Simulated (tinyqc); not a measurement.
Inside a calculation. Model: heat flow across a film from the phonon Boltzmann equation in the relaxation-time approximation. Computed by tinyqc, a small Python program that keeps every step. Command: `OMP_NUM_THREADS=1 python tinyqc.py 3000829 3000830 out.jsonl slabbte walk`. One thread of a shared host (Intel(R) Xeon(R) Processor @ 2.30GHz), about 0.01 s of CPU time with the checks. Intermediate numbers are printed to about 6 digits and carried at full precision; extremes and crossings named in words are read from the listed rows.

Two black walls, hot at x = 0 and cold at x = L, emit phonons isotropically. For one free path Lambda, with tau = x/Lambda, tau_L = L/Lambda and phi = (T - T_cold)/Delta T, energy balance gives phi(tau) = (1/2) [E2(tau) + int_0^tau_L phi(s) E1(|tau - s|) ds]; E_n are the exponential integrals. The flux over the ballistic flux C v Delta T/4 is psi = 1 - 2 int_0^tau_L phi(s) E2(s) ds, and kappa_eff/kappa = (3/4) tau_L psi. kappa = C v Lambda/3 is an input, so at fixed kappa a longer free path means a smaller C v.

Inputs (values chosen for the exercise, modelled on gallium arsenide):

| quantity | value | unit |
|---|---|---|
| bulk conductivity kappa | 44.7 | W/(m K) |
| film thickness L | 19 | nm |
| wall temperature difference Delta T | 13 | K |
| free path Lambda_1 | 60 | nm |
| cells n in the small system | 4 | - |

Free-path groups: one.

## The small linear system for Lambda_1

Cut the film into n equal cells with constant phi, collocated at the centres c_i: the kernel integrates to A_ij = |E2(|c_i - e_j|) - E2(|c_i - e_(j+1)|)|/2 for cell edges e_j, and A_ii = 1 - E2(half a cell); solve (1 - A) phi = E2(c)/2; psi = 1 - 2 sum_j phi_j [E3(e_j) - E3(e_(j+1))].

optical thickness tau_L = 0.316667

1 - A:
```
           1          2          3          4
1   0.854658  -0.082401  -0.056549  -0.043108
2  -0.082401   0.854658  -0.082401  -0.056549
3  -0.056549  -0.082401   0.854658  -0.082401
4  -0.043108  -0.056549  -0.082401   0.854658
```

right-hand side E2(c)/2: 0.427329  0.344928  0.288378  0.245271

flux weights E3(e_j) - E3(e_(j+1)): 0.0682454  0.0547702  0.0457460  0.0388912

## Temperature profile and flux in the small system

In short, (1 - A) phi = b and psi = 1 - 2 sum_j w_j phi_j, with b the right-hand side and w_j the flux weights; the cells divide 0 to tau_L.

phi at the cell centres: 0.602346  0.532997  0.467003  0.397654

psi, small system = 0.785743

## Fine solution for Lambda_1

Use 150 and 300 cells and extrapolate psi = (4 psi(300) - psi(150))/3. The jump at the hot wall is 1 - phi there (linear extrapolation from the first two of 300 cells). Two-flux (diffusion with slip) formula: psi = 1/(1 + 3 tau_L/4).

psi for Lambda_1 = 0.785138

kappa_eff/kappa for Lambda_1 = 0.186470

jump at the wall / Delta T for Lambda_1 = 0.353780

psi, two-flux formula = 0.808081

The small system misses psi by +0.08 % and the two-flux formula by +2.9 %. Transport is nearly ballistic: most of Delta T drops at the two walls.

## Conductivity, flux and boundary resistance of the film

Each group is solved on its own with 150 and 300 cells, psi = (4 psi(300) - psi(150))/3, and weighted by its share of kappa. Flux J = kappa_eff Delta T/L; apparent boundary resistance per wall (L/kappa_eff - L/kappa)/2.

kappa_eff = 8.33522 W/(m K)

kappa_eff/kappa = 0.186470

flux J = 5.70304 GW/m^2

apparent resistance per wall = 0.927214 m^2 K/GW

## Exact and approximate size effects

Two-flux: kappa_eff/kappa = sum f_i/(1 + 4 Lambda_i/(3 L)). Matthiessen with the thickness: sum f_i/(1 + Lambda_i/L). Ballistic limit: sum f_i 3 L/(4 Lambda_i).

Kappa_eff/kappa:

| L (nm) | Boltzmann | two-flux | Matthiessen | ballistic limit |
|---|---|---|---|---|
| 1.8 | 0.0218692 | 0.0220049 | 0.0291262 | 0.0225 |
| 6 | 0.0686777 | 0.0697674 | 0.0909091 | 0.075 |
| 15 | 0.153796 | 0.157895 | 0.2 | 0.1875 |
| 36 | 0.300287 | 0.310345 | 0.375 | 0.45 |
| 90 | 0.514486 | 0.529412 | 0.6 | 1.125 |
| 240 | 0.737916 | 0.75 | 0.8 | 3 |
| 600 | 0.875620 | 0.882353 | 0.909091 | 7.5 |
| 1500 | 0.946466 | 0.949367 | 0.961538 | 18.75 |

The two-flux formula lies above the Boltzmann result by at most about 3.3 % (at L = 36 nm); the Matthiessen form is high by up to 33 %, since it misses the factor 3/4 of the ballistic limit. The thinnest film reaches 97 % of that limit, and the thickest, 25 Lambda_1, only 95 % of the bulk value. Rows below about 10 nm are near the phonon wavelength, where a particle picture fails.

Checks made by the program: symmetry phi(tau) + phi(tau_L - tau) = 1 (relative difference below 1e-10); thick-film limit psi = 1/(3 tau_L/4 + 1.0657) at tau_L = 20 (relative difference 2e-04).
